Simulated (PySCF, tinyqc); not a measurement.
Worked calculation: LCCD on RHF in the sto-3g basis, for H6, spin multiplicity 1. The lowest restricted solution is unstable here: a spin-polarised one lies 0.0329 hartree lower (PySCF). One step of it, computed by the program tinyqc.

Problem. Integrals over molecular orbitals. (pq|rs) = sum C_ip C_jq C_kr C_ls (ij|kl), one index at a time.

coefficients C, order 1H 1s, 2H 1s, 3H 1s, 4H 1s, 5H 1s, 6H 1s:
$$\begin{pmatrix}
0.165274 & 0.345331 & 0.482474 & 0.596165 & -0.597229 & 0.379457 \\
0.294763 & 0.425895 & 0.257719 & -0.281983 & 0.784723 & -0.750674 \\
0.382864 & 0.166129 & -0.424076 & -0.499808 & -0.359893 & 0.942987 \\
0.382864 & -0.166129 & -0.424076 & 0.499808 & -0.359893 & -0.942987 \\
0.294763 & -0.425895 & 0.257719 & 0.281983 & 0.784723 & 0.750674 \\
0.165274 & -0.345331 & 0.482474 & -0.596165 & -0.597229 & -0.379457
\end{pmatrix}$$

core Hamiltonian H = T + V (hartree), order 1H 1s, 2H 1s, 3H 1s, 4H 1s, 5H 1s, 6H 1s:
$$\begin{pmatrix}
-1.538516 & -0.882460 & -0.204506 & -0.023498 & -0.001894 & -0.000069 \\
-0.882460 & -1.936147 & -1.087257 & -0.216228 & -0.028892 & -0.001894 \\
-0.204506 & -1.087257 & -2.052508 & -0.999260 & -0.216228 & -0.023498 \\
-0.023498 & -0.216228 & -0.999260 & -2.052508 & -1.087257 & -0.204506 \\
-0.001894 & -0.028892 & -0.216228 & -1.087257 & -1.936147 & -0.882460 \\
-0.000069 & -0.001894 & -0.023498 & -0.204506 & -0.882460 & -1.538516
\end{pmatrix}$$

Two-electron integrals (ij|kl) in chemists' order, unique and non-zero (hartree):
```
(11|11) 0.774606   (21|11) 0.249451   (21|21) 0.108042   (22|11) 0.434868
(22|21) 0.249451   (22|22) 0.774606   (31|11) 0.038217   (31|21) 0.018491
(31|22) 0.049643   (31|31) 0.003688   (32|11) 0.147656   (32|21) 0.085733
(32|22) 0.284634   (32|31) 0.020491   (32|32) 0.136381   (33|11) 0.240695
(33|21) 0.136340   (33|22) 0.460496   (33|31) 0.038217   (33|32) 0.284634
(33|33) 0.774606   (41|11) 0.002861   (41|21) 0.001515   (41|22) 0.004485
(41|31) 0.000340   (41|32) 0.002105   (41|33) 0.004485   (41|41) 0.000035
(42|11) 0.021043   (42|21) 0.011775   (42|22) 0.038217   (42|31) 0.002980
(42|32) 0.020491   (42|33) 0.049643   (42|41) 0.000340   (42|42) 0.003688
(43|11) 0.080656   (43|21) 0.043080   (43|22) 0.136340   (43|31) 0.011775
(43|32) 0.085733   (43|33) 0.249451   (43|41) 0.001515   (43|42) 0.018491
(43|43) 0.108042   (44|11) 0.158672   (44|21) 0.080656   (44|22) 0.240695
(44|31) 0.021043   (44|32) 0.147656   (44|33) 0.434868   (44|41) 0.002861
(44|42) 0.038217   (44|43) 0.249451   (44|44) 0.774606   (51|11) 0.000155
(51|21) 0.000084   (51|22) 0.000265   (51|31) 0.000021   (51|32) 0.000143
(51|33) 0.000344   (51|41) 2.40e-06   (51|42) 0.000026   (51|43) 0.000126
(51|44) 0.000255   (51|51) 1.80e-07   (52|11) 0.002094   (52|21) 0.001124
(52|22) 0.003546   (52|31) 0.000293   (52|32) 0.002051   (52|33) 0.005389
(52|41) 0.000036   (52|42) 0.000415   (52|43) 0.002281   (52|44) 0.005389
(52|51) 2.89e-06   (52|52) 0.000051   (53|11) 0.014050   (53|21) 0.007229
(53|22) 0.021906   (53|31) 0.001901   (53|32) 0.013376   (53|33) 0.038217
(53|41) 0.000246   (53|42) 0.003066   (53|43) 0.018491   (53|44) 0.049643
(53|51) 0.000021   (53|52) 0.000415   (53|53) 0.003688   (54|11) 0.063897
(54|21) 0.031567   (54|22) 0.090964   (54|31) 0.007894   (54|32) 0.053050
(54|33) 0.147656   (54|41) 0.001030   (54|42) 0.013376   (54|43) 0.085733
(54|44) 0.284634   (54|51) 0.000092   (54|52) 0.002051   (54|53) 0.020491
(54|54) 0.136381   (55|11) 0.120541   (55|21) 0.058162   (55|22) 0.162821
(55|31) 0.014050   (55|32) 0.090964   (55|33) 0.240695   (55|41) 0.001758
(55|42) 0.021906   (55|43) 0.136340   (55|44) 0.460496   (55|51) 0.000155
(55|52) 0.003546   (55|53) 0.038217   (55|54) 0.284634   (55|55) 0.774606
(61|11) 3.79e-06   (61|21) 2.01e-06   (61|22) 0.000006   (61|31) 5.27e-07
(61|32) 3.69e-06   (61|33) 0.000010   (61|41) 6.56e-08   (61|42) 7.70e-07
(61|43) 4.29e-06   (61|44) 0.000010   (61|51) 5.37e-09   (61|52) 9.58e-08
(61|53) 7.70e-07   (61|54) 3.69e-06   (61|55) 0.000006   (62|11) 0.000101
(62|21) 0.000052   (62|22) 0.000155   (62|31) 0.000013   (62|32) 0.000092
(62|33) 0.000255   (62|41) 1.71e-06   (62|42) 0.000021   (62|43) 0.000126
(62|44) 0.000344   (62|51) 1.46e-07   (62|52) 2.89e-06   (62|53) 0.000026
(62|54) 0.000143   (62|55) 0.000265   (62|61) 5.37e-09   (62|62) 1.80e-07
(63|11) 0.001220   (63|21) 0.000606   (63|22) 0.001758   (63|31) 0.000153
(63|32) 0.001030   (63|33) 0.002861   (63|41) 0.000020   (63|42) 0.000246
(63|43) 0.001515   (63|44) 0.004485   (63|51) 1.71e-06   (63|52) 0.000036
(63|53) 0.000340   (63|54) 0.002105   (63|55) 0.004485   (63|61) 6.56e-08
(63|62) 2.40e-06   (63|63) 0.000035   (64|11) 0.010349   (64|21) 0.005004
(64|22) 0.014050   (64|31) 0.001214   (64|32) 0.007894   (64|33) 0.021043
(64|41) 0.000153   (64|42) 0.001901   (64|43) 0.011775   (64|44) 0.038217
(64|51) 0.000013   (64|52) 0.000293   (64|53) 0.002980   (64|54) 0.020491
(64|55) 0.049643   (64|61) 5.27e-07   (64|62) 0.000021   (64|63) 0.000340
(64|64) 0.003688   (65|11) 0.044714   (65|21) 0.021205   (65|22) 0.058162
(65|31) 0.005004   (65|32) 0.031567   (65|33) 0.080656   (65|41) 0.000606
(65|42) 0.007229   (65|43) 0.043080   (65|44) 0.136340   (65|51) 0.000052
(65|52) 0.001124   (65|53) 0.011775   (65|54) 0.085733   (65|55) 0.249451
(65|61) 2.01e-06   (65|62) 0.000084   (65|63) 0.001515   (65|64) 0.018491
(65|65) 0.108042   (66|11) 0.095692   (66|21) 0.044714   (66|22) 0.120541
(66|31) 0.010349   (66|32) 0.063897   (66|33) 0.158672   (66|41) 0.001220
(66|42) 0.014050   (66|43) 0.080656   (66|44) 0.240695   (66|51) 0.000101
(66|52) 0.002094   (66|53) 0.021043   (66|54) 0.147656   (66|55) 0.434868
(66|61) 3.79e-06   (66|62) 0.000155   (66|63) 0.002861   (66|64) 0.038217
(66|65) 0.249451   (66|66) 0.774606
```

Give: one-electron integrals over orbitals h = C^T H C; Two-electron integrals over orbitals.

Solution.

one-electron integrals over orbitals h = C^T H C (hartree):
$$\begin{pmatrix}
-2.1387 & 0.0000 & 0.1366 & 0.0000 & -0.0576 & 0.0000 \\
0.0000 & -1.9231 & 0.0000 & 0.2030 & 0.0000 & 0.0352 \\
0.1366 & 0.0000 & -1.7584 & 0.0000 & -0.1640 & 0.0000 \\
0.0000 & 0.2030 & 0.0000 & -1.6063 & 0.0000 & 0.1407 \\
-0.0576 & 0.0000 & -0.1640 & 0.0000 & -1.3739 & 0.0000 \\
0.0000 & 0.0352 & 0.0000 & 0.1407 & 0.0000 & -1.2551
\end{pmatrix}$$

Two-electron integrals over orbitals (pq|rs), unique and non-zero (hartree):
```
(11|11) 0.4104    (21|21) 0.1342    (22|11) 0.3336    (22|22) 0.3590
(31|11) -0.0758   (31|22) 0.0234    (31|31) 0.0966    (32|21) 0.0924
(32|32) 0.1187    (33|11) 0.3389    (33|22) 0.3269    (33|31) -0.0151
(33|33) 0.3491    (41|21) -0.0529   (41|32) 0.0195    (41|41) 0.0781
(42|11) -0.0806   (42|22) -0.0157   (42|31) 0.0611    (42|33) 0.0035
(42|42) 0.0883    (43|21) 0.0864    (43|32) 0.0861    (43|41) -0.0073
(43|43) 0.1179    (44|11) 0.3454    (44|22) 0.3318    (44|31) -0.0162
(44|33) 0.3455    (44|42) -0.0063   (44|44) 0.3573    (51|11) 0.0041
(51|22) 0.0372    (51|31) 0.0343    (51|33) -0.0179   (51|42) -0.0255
(51|44) -0.0106   (51|51) 0.0578    (52|21) 0.0475    (52|32) 0.0026
(52|41) -0.0499   (52|43) -0.0346   (52|52) 0.0868    (53|11) 0.0817
(53|22) 0.0162    (53|31) -0.0625   (53|33) 0.0050    (53|42) -0.0823
(53|44) 0.0022    (53|51) 0.0192    (53|53) 0.0877    (54|21) -0.0960
(54|32) -0.1138   (54|41) -0.0111   (54|43) -0.0878   (54|52) -0.0051
(54|54) 0.1215    (55|11) 0.3492    (55|22) 0.3668    (55|31) 0.0152
(55|33) 0.3408    (55|42) -0.0196   (55|44) 0.3477    (55|51) 0.0351
(55|53) 0.0207    (55|55) 0.3905    (61|21) 0.0015    (61|32) -0.0268
(61|41) -0.0294   (61|43) 0.0400    (61|52) -0.0379   (61|54) 0.0246
(61|61) 0.0716    (62|11) -0.0042   (62|22) -0.0366   (62|31) -0.0332
(62|33) 0.0125    (62|42) 0.0209    (62|44) 0.0146    (62|51) -0.0535
(62|53) -0.0230   (62|55) -0.0366   (62|62) 0.0557    (63|21) -0.0521
(63|32) 0.0136    (63|41) 0.0727    (63|43) -0.0080   (63|52) -0.0498
(63|54) -0.0146   (63|61) -0.0278   (63|63) 0.0767    (64|11) -0.0788
(64|22) 0.0175    (64|31) 0.0943    (64|33) -0.0172   (64|42) 0.0633
(64|44) -0.0188   (64|51) 0.0324    (64|53) -0.0651   (64|55) 0.0178
(64|62) -0.0333   (64|64) 0.1026    (65|21) -0.1378   (65|32) -0.0983
(65|41) 0.0530    (65|43) -0.0923   (65|52) -0.0493   (65|54) 0.1036
(65|61) -0.0015   (65|63) 0.0566    (65|65) 0.1547    (66|11) 0.4356
(66|22) 0.3558    (66|31) -0.0806   (66|33) 0.3636    (66|42) -0.0868
(66|44) 0.3726    (66|51) 0.0044    (66|53) 0.0907    (66|55) 0.3812
(66|62) -0.0052   (66|64) -0.0891   (66|66) 0.4859
```
